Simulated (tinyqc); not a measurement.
How errors in the targets pass to the parameters: fitting sp3s* parameters to three gaps by Newton steps.

J:
```
           Esc     Vxapc     Vpaxc
Gamma  0.75877   0.00000   0.00000
X      0.00000  -0.88212   0.00000
L      0.36881  -0.25150  -0.14219
```

The gaps at Gamma, X and L of an sp3s* model are fitted with Esc, Vxapc and Vpaxc; J holds the derivatives of the gaps by these parameters at the start. The change of each parameter for +10 meV on one target is 10 J^-1, in meV.

Shifts (meV):

| target raised | Esc | Vxapc | Vpaxc |
|---|---|---|---|
| Gamma | 13.2 | 0.0 | 34.2 |
| X | 0.0 | -11.3 | 20.1 |
| L | 0.0 | 0.0 | -70.3 |

root sum of squares (meV): Esc 13.2, Vxapc 11.3, Vpaxc 80.7

Independent errors of 10 meV leave Vpaxc least certain (81 meV) and Vxapc best fixed (11.3 meV). The largest single entry, 70 meV, comes from the target at L.

Computed by tinyqc, a small Python program: `OMP_NUM_THREADS=1 python tinyqc.py 1450532 1450533 out.jsonl` (the numbers bound the seed that draws the inputs); one thread of a shared host (Intel(R) Xeon(R) Processor @ 2.30GHz), about 0.2 s for the whole set of steps.
